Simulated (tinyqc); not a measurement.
Hexagonal on-chip spiral inductor, lumped pi model: one step of the calculation.

Outer diameter do = di + 2 n wd + 2 (n - 1) sp, mean da = (do + di)/2, fill p = (do - di)/(do + di), length l = 3.464 n da. L = 2.33 mu0 n^2 da/(1 + 3.82 p), mu0 = 4 pi 1e-7 H/m. Rs = rho l/(wd delta (1 - exp(-th/delta))), delta = sqrt(rho/(pi f mu0)). Cs = n wd^2 eps0 eo/hu across the coil. At each end Cox = l wd eps0 eo/(2 ho) leads to the substrate branch Rsi = 2 rs he/(l wd) in parallel with Csi = l wd eps0 11.7/(2 he). With one end grounded Y = 1/(Rs + i w L) + i w Cs + 1/[1/(i w Cox) + 1/(1/Rsi + i w Csi)], w = 2 pi f; Q = -Im Y/Re Y. Eddy currents in neighbouring turns and in the substrate are left out.

Question. Geometry and model elements. do, l, L, delta, Rs, Cs, Cox, Rsi and Csi as defined.

Inputs (values chosen for the exercise); values of the order met in silicon radio-frequency processes:
```
symbol,value,unit,meaning
n,3.5,,number of turns
wd,6,um,line width
sp,3,um,space between turns
di,80,um,inner diameter
th,3.4,um,metal thickness
rho,3,uohm cm,metal resistivity
ho,3.3,um,oxide below the coil
hu,1.2,um,oxide between coil and underpass
eo,3.9,,relative permittivity of the oxide
rs,10,ohm cm,substrate resistivity
he,30,um,effective spreading depth in the substrate
f,6.6,GHz,frequency
```

Constants: eps0 = 8.8541878128e-12 F/m. Results are converted to the units shown.

Find: do; l; L; delta; Rs; Cs; Cox; Rsi; Csi.

Answer.

do = 137.00 um
l = 1315.5 um
L = 1.9425 nH
delta = 1.0730 um
Rs = 6.3988 ohm
Cs = 3.6258 fF
Cox = 41.295 fF
Rsi = 760.19 ohm
Csi = 13.627 fF

tinyqc, about 0.01 s, one thread, Intel Xeon 2.30GHz (shared host): `OMP_NUM_THREADS=1 python tinyqc.py 2302007 2302008 out.jsonl`
